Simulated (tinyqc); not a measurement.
Rapid thermal processing of a wafer: radiative balance, ramp and cooling, pattern effects, pyrometer error and spike budget: one step, computed by the program tinyqc. Command: `OMP_NUM_THREADS=1 python tinyqc.py 3110577 3110578 out.jsonl rtp walk`. One thread of a shared host (Intel(R) Xeon(R) Processor @ 2.30GHz), about 0.04 s of CPU time with the checks.

The wafer is opaque and uniform through its thickness unless said otherwise; temperatures in formulas are in kelvin (C + 273.15). sigma = 5.670374419e-12 W/(cm^2 K^4).

Problem. Pyrometer error. Signal proportional to eps/(exp(c2/(lambda T)) - 1), c2 = h c/k_B. If the assumed emissivity is too high by the given error, the reading T' solves (1 + error)/(exp(c2/(lambda T')) - 1) = 1/(exp(c2/(lambda T)) - 1). Wien estimate: T' - T = -lambda T^2 ln(1 + error)/c2. Process rates go as exp(-E_a/(k_B T)).

Inputs (values chosen for the exercise, modelled on a hot silicon wafer):
```
quantity                              value        unit
process temperature                     991           C
starting temperature                    450           C
pyrometer wavelength                    2.3  micrometre
error of the assumed emissivity           7           %
activation energy of the process E_a   3.46          eV
```

Constants: h = 6.62607015e-34 J s; c = 299792458 m/s; k_B = 1.380649e-23 J/K; k_B = 8.617333262e-05 eV/K.

Give: c2; c2/(lambda T); reading less true temperature; Wien estimate; rate at T over rate at T', less 1.

Solution.

c2 = 14388 micrometre K

c2/(lambda T) = 4.948

reading less true temperature = -16.94 K

Wien estimate = -17.28 K

rate at T over rate at T', less 1 = 53.92 %

Caution: below about 600 C lightly doped silicon is partly transparent at this wavelength, so its emissivity is not yet the hot value early in the ramp.
